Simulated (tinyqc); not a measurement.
Worked calculation: harmonic frequencies on the RHF/sto-3g surface (energies and gradients from PySCF), for H3-, spin multiplicity 1. The basis has no diffuse functions, so it cannot describe the extra electron: this is an exercise in the method, not the real anion. Computed by tinyqc, a small Python program that keeps every step (integrals from PySCF). Settings: charge = -1, multiplicity = 1, basis = sto-3g, delta = 0.01. Command: `OMP_NUM_THREADS=1 python tinyqc.py 24655 24656 out.jsonl` (the two numbers bound the seeds that draw the settings). One thread of a shared host (Intel(R) Xeon(R) Processor @ 2.60GHz), about 1 s of CPU time with the checks.

## One row of the Hessian: 3Hy

optimised positions (bohr), order 1H, 2H, 3H:
```
[[0.003890, -1.260584, -0.080720],
 [0.060472, 0.428358, 0.772278],
 [0.117052, 2.117240, 1.625246]]
```

gradient at +delta (hartree/bohr), order 1H, 2H, 3H:
```
[[-0.00003727, -0.00078887, -0.00056183],
 [0.00000922, -0.00037688, 0.00013899],
 [0.00002805, 0.00116575, 0.00042284]]
```

gradient at -delta (hartree/bohr), order 1H, 2H, 3H:
```
[[0.00003784, 0.00079971, 0.00057046],
 [-0.00000856, 0.00039900, -0.00012901],
 [-0.00002928, -0.00119871, -0.00044145]]
```

Displace 3Hy by +/-0.01 bohr; H(k, :) = (g(+) - g(-)) / (2 delta).

row of the Hessian (hartree/bohr^2): [-0.00375538, -0.07942904, -0.05661414, 0.00088883, -0.03879372, 0.01339956, 0.00286655, 0.11822276, 0.04321458]

## Hessian by finite differences

All rows are made in the same way, and the matrix is symmetrised.

Hessian (symmetrised) (hartree/bohr^2), order 1Hx, 1Hy, 1Hz, 2Hx, 2Hy, 2Hz, 3Hx, 3Hy, 3Hz:
```
[[0.03275903, 0.00286580, 0.00144725, -0.06529867, 0.00088948, 0.00044936, 0.03253970, -0.00375533, -0.00189661],
 [0.00286580, 0.11820915, 0.04320455, 0.00088955, -0.03878109, 0.01340887, -0.00375533, -0.07942904, -0.05661360],
 [0.00144725, 0.04320455, 0.05447986, 0.00044937, 0.01340829, -0.05855338, -0.00189661, -0.05661360, 0.00407361],
 [-0.06529867, 0.00088955, 0.00044937, 0.13059846, -0.00177858, -0.00089852, -0.06529989, 0.00088913, 0.00044916],
 [0.00088948, -0.03878109, 0.01340829, -0.00177858, 0.07757774, -0.02680997, 0.00088906, -0.03879470, 0.01340203],
 [0.00044936, 0.01340887, -0.05855338, -0.00089852, -0.02680997, 0.11711097, 0.00044915, 0.01340261, -0.05855775],
 [0.03253970, -0.00375533, -0.00189661, -0.06529989, 0.00088906, 0.00044915, 0.03276025, 0.00286622, 0.00144746],
 [-0.00375533, -0.07942904, -0.05661360, 0.00088913, -0.03879470, 0.01340261, 0.00286622, 0.11822276, 0.04321082],
 [-0.00189661, -0.05661360, 0.00407361, 0.00044916, 0.01340203, -0.05855775, 0.00144746, 0.04321082, 0.05448423]]
```

## Normal modes

masses (u): [1.007825, 1.007825, 1.007825]

Diagonalise H_ij / sqrt(m_i m_j); the 5 smallest eigenvalues belong to translations and rotations; wavenumber = sqrt(eigenvalue / 1822.888) x 219474.63; each mode has its largest component positive (the first on a tie); zero-point energy = sum of wavenumbers / 2, with 349.755 1/cm per kcal/mol.

eigenvalues of the mass-weighted Hessian (hartree/(bohr^2 u)): [-0.000005, -0.000002, 0.000000, 0.000000, 0.000000, 0.095216, 0.194459, 0.194466, 0.246353]

harmonic wavenumbers of the vibrations (1/cm): [1586.2, 2266.8, 2266.9, 2551.4]

mass-weighted modes, order 1Hx, 1Hy, 1Hz, 2Hx, 2Hy, 2Hz, 3Hx, 3Hy, 3Hz:
```
[[-0.012207, -0.009031, -0.407962, -0.021134],
 [-0.364286, 0.184262, 0.006818, -0.630861],
 [-0.184013, -0.364185, 0.013566, -0.318610],
 [0.024410, 0.018061, 0.815932, -0.000002],
 [0.728482, -0.368524, -0.013636, -0.000070],
 [0.367969, 0.728374, -0.027131, -0.000035],
 [-0.012203, -0.009031, -0.407970, 0.021137],
 [-0.364165, 0.184265, 0.006818, 0.630931],
 [-0.183953, -0.364191, 0.013566, 0.318645]]
```

zero-point energy = 12.396280 kcal/mol

Within a degenerate level the vectors are fixed only up to a rotation; this is one choice.
